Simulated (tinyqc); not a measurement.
CMOS latch-up, two-transistor model: two steps of the calculation.

A parasitic pnp (emitter at Vdd, base shunted by Rw) and npn (emitter at ground, base shunted by Rs) feed each other: the npn collector current flows out of the pnp base node, the pnp collector current into the npn base node. Forward-active transistors with constant gains: Icn = Isn exp(Vn/Vt), Icp = Isp (exp(Vp/Vt) - 1). A current Ii is injected into the npn base node.

Values chosen for this exercise; values close to those of bulk CMOS: temperature T = 293 K; current gain of the npn bn = 13.9; current gain of the pnp bp = 4; saturation current of the npn at T Isn = 9.9e-16 A; saturation current of the pnp at T Isp = 2.8e-16 A; substrate resistance shunting the npn Rs = 250 ohm; well resistance shunting the pnp Rw = 540 ohm; resistance from the pnp collector to the npn base R2 = 190 ohm; base-emitter voltage in the on state Von = 0.76 V; saturation voltage Vsat = 0.2 V; supply voltage Vdd = 3.3 V; current injected into the substrate Ii = 2.02 mA.

Constants: q = 1.602176634e-19 C, kB = 1.380649e-23 J/K, Vt = kB T/q. Results are converted to the units shown.

Problem 1. Holding current and voltage. On state with both base-emitter voltages at Von: npn base current Ib = (Von/Rs + bp Von/Rw)/(bn bp - 1), holding current Ih = (bn + 1) Ib + Von/Rs, holding voltage Vh = Vsat + Von + R2 (Ib + Von/Rs).

Wanted: bn bp; Ib; Ih; Vh.

Solution 1.

bn bp = 55.600
Ib = 0.15878 mA
Ih = 5.4059 mA
Vh = 1.5678 V

Vh is below Vdd = 3.3 V, so the supply can sustain a latched state.

Problem 2. Response to the injected current, once round the loop per iteration. Icn = Isn exp(Vn/Vt); Vp solves Vp/Rw + Icp/bp = Icn; Vn(new) solves Vn/Rs + (Isn/bn) exp(Vn/Vt) = Icp + Ii.

Vn at the start = 0.55 V

Give: Icn; Vp; Icp; Vn after iteration 1.

Solution 2.

Icn = 0.002857 mA
Vp = 0.001543 V
Icp = 1.764e-14 mA
Vn after iteration 1 = 0.5050 V

Numbers from tinyqc (`OMP_NUM_THREADS=1 python tinyqc.py 2670037 2670038 out.jsonl`; about 0.04 s on one thread of a shared Intel Xeon 2.30GHz).
